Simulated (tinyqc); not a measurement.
Eight-band Kane k.p model with strain: one step. Strain of a layer grown coherently on a (001) face. Three cases, with inputs chosen for the exercise.

Task: e_par = (a_sub - a)/a in the plane; no stress along the normal: e_perp = -2 (C12/C11) e_par; exx = eyy = e_par, ezz = e_perp, no shear.

Give: e_par; e_perp; strain tensor in the cubic axes.

Case 1.

Values chosen (near those of InSb; the results hold for these values, not for the real material):
- a = 6.483 angstrom (lattice constant)
- a_sub = 6.373 angstrom (lattice constant of the substrate)
- C11 = 70 GPa
- C12 = 36.6 GPa
- C44 = 30.9 GPa
- face = 001 (growth face)

Result:

e_par = -0.016967
e_perp = 0.017743

strain tensor in the cubic axes:
```
           x          y         z
x  -0.016967   0.000000  0.000000
y   0.000000  -0.016967  0.000000
z   0.000000   0.000000  0.017743
```

The layer is under compression in the plane; its volume changes by -1.619 %.

Case 2.

Values chosen (near those of CdTe; the results hold for these values, not for the real material):
- a = 6.481 angstrom (lattice constant)
- a_sub = 6.581 angstrom (lattice constant of the substrate)
- C11 = 52.3 GPa
- C12 = 37 GPa
- C44 = 19.4 GPa
- face = 001 (growth face)

Result:

e_par = 0.015430
e_perp = -0.021832

strain tensor in the cubic axes:
```
          x         y          z
x  0.015430  0.000000   0.000000
y  0.000000  0.015430   0.000000
z  0.000000  0.000000  -0.021832
```

The layer is under tension in the plane; its volume changes by +0.903 %.

Case 3.

Values chosen (near those of InAs; the results hold for these values, not for the real material):
- a = 6.062 angstrom (lattice constant)
- a_sub = 5.914 angstrom (lattice constant of the substrate)
- C11 = 82.6 GPa
- C12 = 45.2 GPa
- C44 = 40.1 GPa
- face = 001 (growth face)

Result:

e_par = -0.024414
e_perp = 0.026720

strain tensor in the cubic axes:
```
           x          y         z
x  -0.024414   0.000000  0.000000
y   0.000000  -0.024414  0.000000
z   0.000000   0.000000  0.026720
```

The layer is under compression in the plane; its volume changes by -2.211 %.

Computed by tinyqc, one run a case: `OMP_NUM_THREADS=1 python tinyqc.py N N+1 out.jsonl` with N = 1080282, 1080446, 1080499; one thread of a shared Intel(R) Xeon(R) Processor @ 2.30GHz, about 0.02 s a run at most.
